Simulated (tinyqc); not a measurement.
## Bias-temperature instability, empirical power law with universal recovery: effect of the time exponent at a fixed measured point

Threshold-voltage shift at the end of a stress: dV = A (V/V0)^g exp[-(Ea q/kB)(1/T - 1/T0)] (t/1 s)^n. After a delay tr the permanent share pp stays and the rest falls by r = 1/(1 + B (tr/t)^be). An empirical model: its parameters are fits, not properties.

The lifetime solves dV = dc; ten years are 3.15576e8 s. A is rescaled so that the shift at ts, V0 and T0 stays the same.

Inputs (values chosen for the exercise):
- V0 = 1.6 V (reference stress voltage)
- T0 = 398 K (reference temperature)
- A = 5.3 mV (shift after 1 s at V0 and T0)
- n = 0.13 (time exponent)
- g = 5 (voltage exponent)
- Ea = 0.19 eV (apparent activation energy of the shift)
- V = 0.84 V (use voltage)
- T = 328 K (use temperature)
- dc = 70 mV (failure criterion)
- ts = 100 s (stress time)

Constants: q = 1.602176634e-19 C, kB = 1.380649e-23 J/K. Results are converted to the units shown.

Result of one run:
```
nx	A (mV)	shift after ten years (mV)	lifetime (years)
0.125	5.423	0.7656	4.884e16
```

What becomes of these results when the assumed time exponent nx is changed from 0.125 to 0.25, all else the same?

Result of the changed run:
```
nx	A (mV)	shift after ten years (mV)	lifetime (years)
0.25	3.050	4.970	3.934e5
```

The whole series:
```
nx	A (mV)	shift after ten years (mV)	lifetime (years)
0.1	6.085	0.5267	1.721e22
0.125	5.423	0.7656	4.884e16
0.15	4.834	1.113	9.790e12
0.175	4.308	1.618	2.236e10
0.2	3.840	2.352	2.335e8
0.225	3.422	3.419	6.722e6
0.25	3.050	4.970	3.934e5
0.275	2.718	7.225	3.857e4
0.3	2.423	10.50	5570
```

The ten-year shift rises from 0.527 to 10.5 mV and the lifetime falls from 1.72e22 to 5570 years: an error of 0.025 in the exponent changes the shift by a factor of 1.45 over the 6.50 decades from ts to ten years. In every row the lifetime is a formal extrapolation far beyond any test.

Numbers from tinyqc (`OMP_NUM_THREADS=1 python tinyqc.py 2070024 2070025 out.jsonl`; about 0.01 s on one thread of a shared Intel Xeon 2.30GHz).
